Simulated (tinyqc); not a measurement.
Bloch-Grueneisen resistivity of a metal: one step, computed by the program tinyqc. Command: `OMP_NUM_THREADS=1 python tinyqc.py 3005666 3005667 out.jsonl bg walk`. One thread of a shared host (Intel(R) Xeon(R) Processor @ 2.30GHz), about 0.01 s of CPU time with the checks.

Electrons scatter from a Debye spectrum of phonons (n = 5 for scattering within one band, n = 3 for scattering into a second, heavy band) and from static defects.

Question. The integral and the phonon part. J_n(y) = int_0^y x^n e^x/(e^x - 1)^2 dx, by 96 Gauss-Legendre points (upper limit at most 60). rho_ph = (n - 1) rho_1 (T/Theta)^n J_n(Theta/T), with rho_1 = 2 pi lambda_tr k_B Theta/(hbar eps_0 w_p^2), the high-temperature line at T = Theta.

Inputs (values chosen for the exercise, modelled on copper): exponent n = 5; Debye temperature Theta = 344 K; temperature T = 200 K.

Addition: none.

rho_1 = 2.195184 microohm cm

Give: Theta/T; J_n; phonon resistivity rho_ph.

Answer.

Theta/T = 1.72

J_n = 1.865

phonon resistivity rho_ph = 1.088 microohm cm

This is 85.2 % of the straight line rho_1 T/Theta.
